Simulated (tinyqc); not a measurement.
All estimates against temperature: estimate of lattice thermal conductivity from elastic moduli (Slack, Klemens and Cahill formulas). Computed by tinyqc, a small Python program. Command: `OMP_NUM_THREADS=1 python tinyqc.py 3029843 3029844 out.jsonl slack walk`. One thread of a shared host (Intel(R) Xeon(R) Processor @ 2.30GHz), about 0.01 s of CPU time with the checks.

An isotropic solid.

Inputs (values chosen for the exercise, for a model crystal):
```
quantity,value,unit
bulk modulus B,193,GPa
shear modulus G,164,GPa
volume per atom V,33.8,angstrom^3
mean atomic mass M,43.9,u
atoms per primitive cell n,1,-
temperature T,300,K
disorder parameter Gamma,0.022,-
grain size d,10000,nm
```

Grueneisen parameter: from the Poisson ratio.

Constants: u = 1.6605390666e-27 kg; hbar = 1.054571817e-34 J s; k_B = 1.380649e-23 J/K; h = 6.62607015e-34 J s.

Method:
- rho = M/V; vL = sqrt((B + 4G/3)/rho), vT = sqrt(G/rho); v_m = [(vL^-3 + 2 vT^-3)/3]^(-1/3); Poisson ratio sigma = (3B - 2G)/(6B + 2G); Theta = hbar v_m (6 pi^2/V)^(1/3)/k_B.
- Empirical rule gamma = (3/2) (1 + sigma)/(2 - 3 sigma).
- Slack, an estimate for T near or above Theta_a: kappa = A M Theta_a^3 delta n^(1/3)/(gamma^2 T) in W/(m K), with M in u, delta = V^(1/3) in angstrom, Theta_a = Theta n^(-1/3) and A = 2.43e-6/(1 - 0.514/gamma + 0.228/gamma^2).
- High-temperature forms with the classical heat capacity. Klemens: kappa/kappa_0 = arctan(u)/u, u^2 = pi^2 Theta V Gamma kappa_0/(h v_m^2). Grains: 1/kappa_poly = 1/kappa + 1/(C v_m d/3), C = 3 k_B/(n V), the acoustic branches alone.
- Cahill minimum: kappa_min = (pi/6)^(1/3) k_B V^(-2/3) sum over L, T, T of v (T/Theta_i)^2 int_0^(Theta_i/T) x^3 e^x/(e^x - 1)^2 dx, Theta_i = Theta v_i/v_m (64 Gauss-Legendre points).

Grueneisen parameter gamma = 1.17418

Debye temperature Theta = 883.583 K

v_m = 9595.70 m/s

vL = 13815.7 m/s

vT = 8720.14 m/s

acoustic Debye temperature Theta_a = 883.583 K

Kappa (W/(m K)):
```
T (K),perfect crystal,with point defects,polycrystal,minimum
200,1185.9,156.54,155.92,0.7650
300,790.6,126.10,125.70,1.1032
400,593.0,107.97,107.67,1.2965
550,431.2,90.71,90.50,1.4479
750,316.2,76.37,76.22,1.5405
1000,237.2,64.92,64.81,1.5921
1300,182.4,55.83,55.75,1.6206
1700,139.5,47.71,47.65,1.6382
```

The perfect crystal follows 1/T. With point defects the exponent runs from -0.53 to -0.59 (the strong-disorder limit is -1/2), and with grains from -0.53 to -0.59. At the highest T it is still 29.1 times the minimum. Rows below Theta_a = 884 K are outside the range of the Slack formula. Caution: T lies below Theta_a, where umklapp processes begin to freeze out and the Slack formula can fall short.

Extremes, crossings and ranges named in words are read from the listed rows.
